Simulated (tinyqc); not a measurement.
Round or elliptic silicon nanowire with anisotropic valleys (Ritz method): sweeps and comparisons. A value that a table varies takes the place of the one given here.

Wire along x = [110] on a (001) wafer, y = [-110], z = [001]. Valley groups (w = inverse masses): A, two valleys along z: w_y = 1/mt, w_z = 1/ml, m_x = mt; B, four valleys in the wafer plane: w_y = (1/ml + 1/mt)/2, w_z = 1/mt, m_x = (ml + mt)/2.

Hard wall on the ellipse (y/a)^2 + (z/b)^2 = 1, c = hbar^2/2m0. With u = y/a, v = z/b the operator is -c [(w_y/a^2) d2/du2 + (w_z/b^2) d2/dv2] on the unit disc. Basis (1 - u^2 - v^2) u^i v^j; S, X and Y are the disc integrals of f f', (df/du)(df'/du) and (df/dv)(df'/dv), from the integral of u^p v^q = 2 Gamma((p+1)/2) Gamma((q+1)/2)/((p + q + 2) Gamma((p+q+2)/2)) for even p, q; H = c (w_y X/a^2 + w_z Y/b^2).

Converged values use 21 functions of each parity class (e or o in u, then in v).

Constants: hbar^2/2m0 = 3.80998211 eV angstrom^2.

Values chosen for the exercise (near those of a Si nanowire; shifted at random, so the results belong to these values and not to a real crystal): ml = 0.915 m0 (longitudinal mass); mt = 0.191 m0 (transverse mass); a = 31 angstrom (semi-axis along y); b = 28 angstrom (semi-axis along z); asp = (0.4, 0.6, 0.8, 1, 1.3, 1.8, 2.5) (ratios a/b); area = 27.3 nm^2 (cross-section, kept fixed); hw = 2 (height over mean width).

## Size of the basis

Lowest level of each group with 1, 3, 6 and 21 even functions.

Levels (meV):
```
functions      A       B
1          78.20  113.96
3          74.47  109.50
6          74.42  109.47
21         74.42  109.47
```

How do the results move?

One function errs by 5.1 % for A and 4.1 % for B, six by 0.00022 and 5e-05 meV. The error grows with the axis ratio of the stretched ellipse (1.98, 1.42); for a circle it is 6/5.783 - 1 = 3.7 %.

## Flattening the wire at fixed area

a = sqrt(area x ratio/pi), b = a/ratio, 1 nm^2 = 100 angstrom^2; lowest level of each group.

Levels (eV):
```
a/b  a (angstrom)  b (angstrom)       A       B
0.4          18.6          46.6  0.1598  0.1253
0.6          22.8          38.1  0.1137  0.1065
0.8          26.4          33.0  0.0915  0.1032
1.0          29.5          29.5  0.0789  0.1063
1.3          33.6          25.9  0.0686  0.1163
1.8          39.5          22.0  0.0618  0.1390
2.5          46.6          18.6  0.0612  0.1753
```

What does this show?

Each group is lowest where its stretched ellipse is a circle, at a/b = sqrt(w_y/w_z): 2.19 for A and 0.78 for B. The lowest group is B in the first row and A in the last, crossing between a/b = 0.6 and 0.8; B - A is -34 meV in the first row and +114 meV in the last.

## Shape of the cross-section

Equal area, hard walls, lowest level of -c (w_y d2/dy2 + w_z d2/dz2), c = hbar^2/2m0. Rectangle W x H with H/W = hw; ellipse with b/a = hw; trapezoid of height H, base W/0.8 and top 0.6 of the base; isosceles triangle of height H and base 2W. Ellipse, trapezoid and triangle by converged Ritz bases; 1 nm^2 = 100 angstrom^2.

Levels:
```
shape      A (eV)  B (eV)  B - A (meV)
rectangle  0.1518  0.1232        -28.5
ellipse    0.1320  0.1128        -19.2
trapezoid  0.1367  0.1239        -12.8
triangle   0.0931  0.1299         36.8
```

W = 36.9 angstrom
H = 73.9 angstrom

What can be read from the table?

For group A the order is triangle, ellipse, trapezoid, rectangle, spanning 63 %. For group B the order is ellipse, rectangle, trapezoid, triangle, spanning 15 %. The ellipse lies below the rectangle for both groups, since corners hold little of the wave function. The triangle is lowest for A, whose light mass lies across the width and gains from the wide base. The spacing B - A of the valley groups runs from -29 to 37 meV.

## What each parameter does

Lowest level of groups A and B. Each row changes one parameter from the base and keeps the others.

Results:
```
case             A (eV)  B (eV)  B - A (meV)
base             0.0744  0.1095         35.1
a = 34 angstrom  0.0646  0.1032         38.5
b = 26 angstrom  0.0770  0.1210         43.9
ml = 1.025 m0    0.0726  0.1088         36.2
mt = 0.172 m0    0.0808  0.1209         40.1
```

What does this show?

The largest shifts from the base row, up to three for each result and ties (the steps differ in size, so this ranks the rows, not the parameters). A (eV): a -0.0098, mt +0.0064, b +0.0026. B (eV): b +0.0115, mt +0.0114, a -0.0063. B - A (meV): b +8.9, mt +5.0, a +3.5.

Program tinyqc; command `OMP_NUM_THREADS=1 python tinyqc.py 1251191 1251192 out.jsonl`; about 0.02 s on one thread of a shared Intel(R) Xeon(R) Processor @ 2.30GHz.
